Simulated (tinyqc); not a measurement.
# Current of a Schottky diode by thermionic-emission-diffusion theory, and its read-back from I-V-T and C-V data, step by step

A worked calculation. Computed by tinyqc, a small Python program that keeps every step. Command: `OMP_NUM_THREADS=1 python tinyqc.py 3010099 3010100 out.jsonl schottky walk`. One thread of a shared host (Intel(R) Xeon(R) Processor @ 2.30GHz), about 0.01 s of CPU time with the checks. Intermediate numbers are printed to about 6 digits and carried at full precision; extremes and crossings named in words are read from the listed rows.

Full ionisation, no tunnelling, no recombination current. V is the voltage across the junction itself, forward positive.

Inputs (values chosen for the exercise, modelled on p-type silicon):
```
quantity                                     value           unit
Richardson constant A*                        32.4   A/(cm^2 K^2)
effective density of states at 300 K, N_c  2.7e+19         1/cm^3
permittivity eps                              11.7              -
mobility mu                                    330     cm^2/(V s)
barrier without image force phi_0            0.582             eV
doping N                                   2.5e+17         1/cm^3
series resistance R_s                         0.38  milliohm cm^2
junction voltage V                            0.24              V
temperature T                                  200              K
```

Barrier: uniform.

Constants: k_B = 8.617333262e-05 eV/K; e = 1.602176634e-19 C; eps_0 = 8.8541878128e-12 F/m.

## Barrier at the given bias

N_c(T) = N_c (T/300 K)^(3/2); V_bi = phi_0 - (k_B T/e) ln(N_c(T)/N); surface field F = sqrt(2 e N (V_bi - V - k_B T/e)/(eps eps_0)); image lowering d_phi = sqrt(e F/(4 pi eps eps_0)); effective barrier phi = phi_0 - d_phi.

built-in voltage V_bi = 0.511787 V

surface field F = 140.301 kV/cm

image lowering = 41.5541 meV

effective barrier phi = 0.540446 eV

## Current

Collection velocity v_R = A* T^2/(e N_c(T)); diffusion velocity v_D = mu F; J = e N_c(T) v_R/(1 + v_R/v_D) exp(-phi/k_B T) [exp(e V/k_B T) - 1]. Terminal voltage V + J R_s.

v_R = 550386 cm/s

v_D = 4.62994e+07 cm/s

current density J = 0.0344008 A/cm^2

terminal voltage = 0.240013 V

v_D/v_R = 84.1: emission over the barrier limits the current.

## Read-back from the I-V curve

Ideality n = (e/k_B T)/(d ln J/dV) by a central difference of +/- 1 mV; J_0 = J exp(-e V/(n k_B T)); apparent barrier phi_IV = k_B T ln(A* T^2/J_0); a C-V plot gives phi_CV = phi_0, the mean without lowering.

ideality factor n = 1.04298

extrapolated J_0 = 5.47078e-08 A/cm^2

apparent barrier phi_IV = 0.530760 eV

phi_CV - phi_IV = 51.2403 meV

n exceeds 1 because forward bias lowers the field, which weakens the image lowering.

## Temperature series and Richardson plot

A least-squares line of ln(J_0/T^2) against 1/(k_B T) gives a barrier (minus the slope) and a Richardson constant (exp of the intercept).

At the same junction voltage:
```
T (K)  1/k_B T (1/eV)        n  J_0 (A/cm^2)  phi_IV (eV)  ln(J_0/T^2)
200           58.0226  1.04298   5.47078e-08     0.530760     -27.3179
250           46.4181  1.04750   3.97927e-05     0.531106     -21.1747
300           38.6817  1.05353   3.45500e-03     0.531353     -17.0755
350           33.1558  1.06187   8.84718e-02     0.531404     -14.1409
400           29.0113  1.07425   1.05684e+00     0.531028     -11.9276
450           25.7878  1.09519   7.69043e+00     0.529579     -10.1785
```

barrier from the Richardson plot = 0.531216 eV

Richardson constant from the plot = 32.7676 A/(cm^2 K^2)

From 200 to 450 K n goes from 1.043 to 1.095 and phi_IV from 0.531 to 0.530 eV. The plot returns 0.531 eV against phi_0 = 0.582 and a constant 1.01 times the true A*.

## Forward curve with series resistance

Terminal voltage V + J R_s; apparent ideality from neighbouring rows, (e/k_B T) dV_terminal/d ln J.

Forward curve; the last column belongs to the interval up to the next row:
```
V (V)   J (A/cm^2)  terminal voltage (V)  apparent n
0.119  3.93447e-05               0.11900      1.0330
0.166  5.51334e-04               0.16600      1.0373
0.212  7.22663e-03               0.21200      1.0431
0.258  9.35266e-02               0.25804      1.0595
0.305  1.25684e+00               0.30548      1.1859
0.351  1.55686e+01               0.35692      2.6431
0.398  1.94742e+02               0.47200     18.8015
0.444  2.10252e+03               1.24296           -
```

The resistance takes over where J R_s exceeds k_B T/e, at J = 45.4 A/cm^2; the apparent ideality climbs from 1.03 to 18.8, so barrier and n must be read below that current.

Checks made by the program: v_D = mu F against the drift-diffusion integral over the parabolic barrier, a ratio 2 y Dawson(y) with y^2 = (V_bi - V)/(k_B T/e) - 1 (relative difference 4e-02).
